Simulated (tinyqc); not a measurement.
From results back to parameters: deformation-potential model of the Delta valleys of a conduction band. Two cases, with inputs chosen for the exercise.

Problem. A uniaxial tension X1 along [100] acts on valleys along x, y, z, with shifts dE = Xd tr(e) + Xu a.e.a and Boltzmann shares. The ratio of the share of the y valleys to that of the x valleys is given.

s11 = (C11 + C12)/((C11 - C12)(C11 + 2 C12)), s12 = -C12/((C11 - C12)(C11 + 2 C12)), s44 = 1/C44; exx = s11 sxx + s12 (syy + szz) and cyclic, exy = s44 sxy/2; tension is positive. A uniaxial stress X along the unit vector n is s_ij = X n_i n_j. Biaxial (001) means sxx = syy = X.

Constants: kB = 8.617333262e-05 eV/K.

Find: splitting dE_x - dE_y; Xu.

Method. The splitting is kT ln(n_y/n_x), and it equals Xu (exx - eyy) = Xu (s11 - s12) X1; Xd drops out.

Case 1.

Values chosen (near those of Si; the results hold for these values, not for the real material):
- C11 = 166.2 GPa
- C12 = 64.6 GPa
- C44 = 81.6 GPa
- X1 = 0.5 GPa (size of the stress)
- T = 300 K (temperature)

n_y/n_x = 5.380640

Solution.

splitting dE_x - dE_y = 43.50 meV
Xu = 8.84 eV

Case 2.

Values chosen (near those of Si; the results hold for these values, not for the real material):
- C11 = 163.3 GPa
- C12 = 62.5 GPa
- C44 = 81.1 GPa
- X1 = 0.4 GPa (size of the stress)
- T = 77 K (temperature)

n_y/n_x = 236.5492

Solution.

splitting dE_x - dE_y = 36.27 meV
Xu = 9.14 eV

Computed by tinyqc, one run a case: `OMP_NUM_THREADS=1 python tinyqc.py N N+1 out.jsonl` with N = 1080832, 1080974; one thread of a shared Intel(R) Xeon(R) Processor @ 2.30GHz, about 0.04 s a run at most.
